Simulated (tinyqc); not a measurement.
# MOSFET in saturation, small-signal circuit and noise: several studies

Bias by the inversion coefficient IC = I/Ispec (charge-based model with velocity saturation; weak inversion below 0.1, strong above 10). Common-source circuit: gm, gds, Cgs, Cgd and Cj at the inner nodes, Rg in series with the gate; quasi-static, no source or drain resistance, no gate-body capacitance, no substrate network, no induced gate noise, so fmax is an upper estimate.

Inputs (values chosen for the exercise):

| symbol | value | unit | meaning |
|---|---|---|---|
| T | 300 | K | temperature |
| L | 28 | nm | gate length |
| W | 20 | um | total gate width |
| Cox | 1.21 | uF/cm^2 | gate capacitance |
| mu | 310 | cm^2/(V s) | mobility |
| n | 1.39 |  | slope factor |
| Ls | 15 | nm | velocity-saturation length |
| sg | 0.13 |  | ratio gds/gm |
| Cov | 0.3 | fF/um | overlap and fringe capacitance per side |
| Cj | 0.72 | fF/um | drain junction capacitance |
| Rsh | 10 | ohm | sheet resistance of the gate |
| Wf | 1 | um | finger width |
| Rc | 300 | ohm um | gate contact and vertical resistance |
| IC | 0.067 |  | inversion coefficient |
| gw | 0.15 |  | short-channel excess of the noise factor |
| Nt | 1.2e17 | cm^-3 eV^-1 | oxide trap density |
| lt | 0.1 | nm | tunnelling length into the oxide |
| ac | 10000 | V s/C | Coulomb scattering coefficient |

Constants: q = 1.602176634e-19 C, kB = 1.380649e-23 J/K, Vt = kB T/q. Results are converted to the units shown.

Each table varies one quantity; the others keep the values above.

## From weak to strong inversion

Ispec = 2 n mu Cox (W/L) Vt^2, lc = Ls/L, gms = [sqrt((lc IC + 1)^2 + 4 IC) - 1]/[2 + lc (lc IC + 1)], gm = gms Ispec/(n Vt), gds = sg gm. qs = [sqrt(1 + 4 IC) - 1]/2, Cgs = Cox W L qs (2 qs + 3)/(3 (qs + 1)^2) + Cov W, Cgd = Cov W, Cd = Cj W, Rg = Rsh (Wf/L)/(12 Nf) + Rc/W with Nf = W/Wf fingers (not rounded) contacted at both ends. fT = gm/(2 pi (Cgs + Cgd)), fmax = fT/(2 sqrt(Rg (gds + 2 pi fT Cgd))). The last column is the figure of merit (gm/I) fT.

From weak to strong inversion:
```
IC	I (uA)	gm/I (1/V)	fT (GHz)	fmax (GHz)	(gm/I) fT (THz/V)
0.01	4.9780	27.469	1.8036	23.980	0.049542
0.03	14.934	26.797	5.2248	40.772	0.14001
0.1	49.780	24.832	15.673	70.396	0.38918
0.3	149.34	21.087	37.875	108.81	0.79869
1	497.80	15.001	83.352	160.04	1.2504
3	1493.4	9.1093	143.28	208.36	1.3052
10	4978.0	4.1017	206.43	248.81	0.84669
30	14934	1.6050	237.26	266.03	0.38080
100	49780	0.50892	247.64	271.34	0.12603
```

The efficiency gm/I falls from 27.5 to 0.509 1/V while fT rises from 1.80 to 248 GHz; fT goes as IC^(0.97) at the start and IC^(0.04) at the end (1/2 for a long channel, 0 at full velocity saturation, which sets in near IC = 1/lc^2 = 3.48). Their product goes from 0.0495 through a maximum of 1.31 (at IC = 3 among the rows listed) to 0.126 THz/V. For IC = 0.01 to 0.1 fmax exceeds 4 fT, where channel resistance and substrate losses, left out here, would cap it. At IC = 100 the current passes 1.5 mA/um, where series resistance and heating matter.

## Effect of the overlap and fringe capacitance per side on speed and noise

Channel noise Sid = 4 kB T gam n gm with gam = (1/2 + (2/3) qs)/(1 + qs) + gw lc IC, qs = [sqrt(1 + 4 IC) - 1]/2, lc = Ls/L (the last term an empirical rise with velocity saturation); at the gate, white noise Sw = Sid/gm^2 + 4 kB T Rg. Number fluctuation with correlated mobility: S(f) = K/f, K = q^2 Vt lt Nt/(W L Cox^2) (1 + ac mu Cox I/gm)^2, Vt in eV with Nt per eV. Corner fc = K/Sw. IC is held fixed.

The same in every row: I (uA) = 33.35; Rg (ohm) = 16.49; sqrt(Sw) (nV/Hz^0.5) = 3.758; fc (MHz) = 9.033.

Effect of the overlap and fringe capacitance per side on speed and noise:
```
Cov (fF/um)	fT (GHz)	fmax (GHz)
0.05	56.97	323.8
0.15	21.33	115.9
0.25	13.12	70.61
0.35	9.475	50.77
0.45	7.415	39.63
0.55	6.090	32.50
0.65	5.167	27.55
```

Read the table: what changes, and by how much?

As Cov goes from 0.05 to 0.65 fF/um, fT falls from 57.0 to 5.17 GHz, fmax falls from 324 to 27.5 GHz, the white noise stays at 3.76 nV/Hz^0.5 and the corner stays at 9.03 MHz. In every row fmax exceeds 4 fT, where channel resistance and substrate losses, left out here, would cap it.

## Effect of the finger width on speed and noise

Same model as above.

Corner fc = K/Sw. IC is held fixed.

The same in every row: I (uA) = 33.352; fT (GHz) = 11.004.

Effect of the finger width on speed and noise:
```
Wf (um)	Rg (ohm)	fmax (GHz)	sqrt(Sw) (nV/Hz^0.5)	fc (MHz)
0.25	15.093	61.737	3.7546	9.0483
0.5	15.372	61.175	3.7552	9.0453
1	16.488	59.068	3.7577	9.0335
2	20.952	52.399	3.7675	8.9864
4	38.810	38.501	3.8066	8.8029
8	110.24	22.844	3.9590	8.1383
```

Read the table: what changes, and by how much?

As Wf goes from 0.25 to 8 um, fT stays at 11.0 GHz, fmax falls from 61.7 to 22.8 GHz, the white noise rises from 3.75 to 3.96 nV/Hz^0.5 and the corner falls from 9.05 to 8.14 MHz. The finger width leaves fT alone and acts through Rg, whose sheet part goes as Wf^2. For Wf = 0.25 to 2 um fmax exceeds 4 fT, where channel resistance and substrate losses, left out here, would cap it.

tinyqc, about 0.01 s, one thread, Intel Xeon 2.30GHz (shared host): `OMP_NUM_THREADS=1 python tinyqc.py 2150013 2150014 out.jsonl`
